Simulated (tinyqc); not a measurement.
Sheet resistance and Hall data of a diffused or implanted layer: one step, computed by the program tinyqc. Command: `OMP_NUM_THREADS=1 python tinyqc.py 3015001 3015002 out.jsonl layer walk`. One thread of a shared host (Intel(R) Xeon(R) Processor @ 2.30GHz), about 0.01 s of CPU time with the checks.

Carriers are taken equal to the net active doping down to the junction (full ionisation, which deep dopants in wide-gap hosts do not reach; no spill-over, no depletion), and the Hall factor is 1.

Problem. Profile. N(x) = N_0 exp(-x^2/l^2), dose N_0 l sqrt(pi)/2, junction x_j = l sqrt(ln(N_0/N_B)). Mobility mu = mu_min + (mu_max - mu_min)/(1 + (N_t/N_ref)^alpha), N_t = active doping + N_B; carriers n = active doping - N_B, active doping min(N, N_s). sigma = e n mu.

Inputs (values chosen for the exercise, modelled on boron in silicon):

| quantity | value | unit |
|---|---|---|
| mu_min | 46.3 | cm^2/(V s) |
| mu_max | 460 | cm^2/(V s) |
| N_ref | 2e+17 | 1/cm^3 |
| exponent alpha | 0.71 | - |
| peak concentration N_0 | 5.5e+20 | 1/cm^3 |
| length scale l | 77 | nm |
| background doping N_B (opposite type) | 3.4e+14 | 1/cm^3 |
| solubility limit N_s | 2e+20 | 1/cm^3 |

Profile: Gaussian at the surface. Activation: limited by solubility.

Constants: e = 1.602176634e-19 C.

Give: Depth, doping, carriers, mobility and conductivity at 2, 10, 20, 35, 50, 65, 80, 90 and 98 % of the layer.

Solution.

Depth, doping, carriers, mobility and conductivity at 2, 10, 20, 35, 50, 65, 80, 90 and 98 % of the layer:

| x (nm) | N (1/cm^3) | n (1/cm^3) | mu (cm^2/(V s)) | sigma (S/cm) |
|---|---|---|---|---|
| 5.82 | 5.4686e+20 | 2.0000e+20 | 49.34 | 1.5812e+03 |
| 29.11 | 4.7673e+20 | 2.0000e+20 | 49.34 | 1.5812e+03 |
| 58.23 | 3.1046e+20 | 2.0000e+20 | 49.34 | 1.5812e+03 |
| 101.90 | 9.5450e+19 | 9.5449e+19 | 51.42 | 7.8637e+02 |
| 145.57 | 1.5422e+19 | 1.5422e+19 | 64.39 | 1.5909e+02 |
| 189.24 | 1.3095e+18 | 1.3092e+18 | 132.53 | 2.7799e+01 |
| 232.91 | 5.8436e+16 | 5.8096e+16 | 337.81 | 3.1443e+00 |
| 262.03 | 5.1424e+15 | 4.8024e+15 | 430.14 | 3.3096e-01 |
| 285.32 | 5.9890e+14 | 2.5890e+14 | 451.01 | 1.8708e-02 |

The mobility varies by a factor 9.1 across these points and the conductivity by 84500.
